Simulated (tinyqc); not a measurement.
# Current crowding under a contact, resistor ladder against the transmission-line model: convergence with the number of cells

A metal contact of length d and width W on a thin layer of the same width. The metal has no resistance, the sheet resistance under it equals Rsh, and current enters the layer at the front edge x = 0.

Cut the contact into n cells of length hc = d/n. Neighbouring cell centres are joined by a = W/(Rsh hc), each centre joins the metal (0 V) by g = W hc/rc, and I enters cell 1 through half a cell: -a v_(i-1) + b_i v_i - a v_(i+1) = I for i = 1 and 0 otherwise, b_i = g + 2 a (g + a at both ends). Rc = v_1/I + 1/(2 a). The error is against Transfer length Lt = sqrt(rc/Rsh); front resistance Rc = (Rsh Lt/W) coth(d/Lt); end resistance Re = (Rsh Lt/W)/sinh(d/Lt).

Values chosen for this exercise: sheet resistance of the semiconductor layer Rsh = 24 ohm/sq; specific contact resistivity rc = 1.2e-7 ohm cm^2; contact length d = 0.36 um; contact width W = 99 um.

Results:
```
n	hc/Lt	Rc (ohm)	error (%)
1	0.50912	0.38034	4.12
2	0.25456	0.36909	1.04
4	0.12728	0.36625	0.259
16	0.031820	0.36536	0.0162
32	0.015910	0.36532	4.06e-3
64	0.0079550	0.36530	1.01e-3
```

Estimate the missing row, n = 8.

Computed row:
```
n	hc/Lt	Rc (ohm)	error (%)
8	0.063640	0.36554	0.0649
```

With this row back in the table: The exact Rc is 0.36530 ohm. The error falls from 4.1 % to 0.0010 %, by a factor of 4.0 over the last doubling: second order in the cell length.

Program tinyqc, `OMP_NUM_THREADS=1 python tinyqc.py 2760149 2760150 out.jsonl`; Intel Xeon 2.30GHz, shared host, one thread, about 0.01 s.
